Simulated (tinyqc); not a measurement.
Changing the band width W: Stoner model of a band magnet at zero temperature. Computed by tinyqc, a small Python program. Command: `OMP_NUM_THREADS=1 python tinyqc.py 3010442 3010443 out.jsonl stoner sweep`. One thread of a shared host (Intel(R) Xeon(R) Processor @ 2.30GHz), about 0.03 s of CPU time with the checks.

Five orbitals per spin share one band; u = (E - E_bottom)/W runs from 0 to 1, and the states per spin, atom and energy are g = 5 d(u)/W with d = (8/pi) sqrt(u (1 - u)). N(u) is the integral of d from 0. The moment m = n_up - n_down (electrons per atom) moves the fillings to n +/- m/10; the energy is E(m) = E_band(m) - I m^2/4.

Inputs (values chosen for the exercise, for a model d band):
```
quantity                    value  unit
filling n per spin orbital   0.56     -
Stoner parameter I          0.768    eV
start moment m0              0.97  mu_B
largest number of steps       600     -
```

Density of states: semi-elliptic.

Method. Solve N(u_F) = n; g_F = 5 d(u_F)/W; the Stoner product is I g_F. Split the bands by Delta = I m, find the common Fermi level that keeps 10 n electrons, and read m(out) = 5 [N(u + Delta/(2W)) - N(u - Delta/(2W))], N clipped to 0 and 1. Start from m0 (at most 0.9 m_max, m_max = 10 min(n, 1 - n)); stop when m changes by less than 1e-8; moments under 1e-5 count as 0.

One run for each value:
```
band width W (eV)  moment m (mu_B)  Stoner product I g_F  g_F (1/eV)
2.67                        4.4000                1.8230      2.3737
3.10                        4.4000                1.5701      2.0444
3.54                        4.4000                1.3750      1.7903
3.97                        4.4000                1.2260      1.5964
4.41                        3.9543                1.1037      1.4371
5.28                        0.0000                0.9219      1.2003
5.71                        0.0000                0.8524      1.1099
6.15                        0.0000                0.7914      1.0305
```

Describe and explain the trends.

Over the rows, moment m (mu_B) falls from 4.40 to 0, flat over part of the range; Stoner product I g_F falls from 1.82 to 0.791 (exponent d ln y / d ln x about -1.0 throughout); g_F (1/eV) falls from 2.37 to 1.03 (exponent d ln y / d ln x about -1.00 throughout). Compression widens the band and lowers g_F as 1/W, which is how pressure quenches a band moment. Left out: 4.84 (too near the Stoner point).

Extremes, crossings and ranges named in words are read from the listed rows.
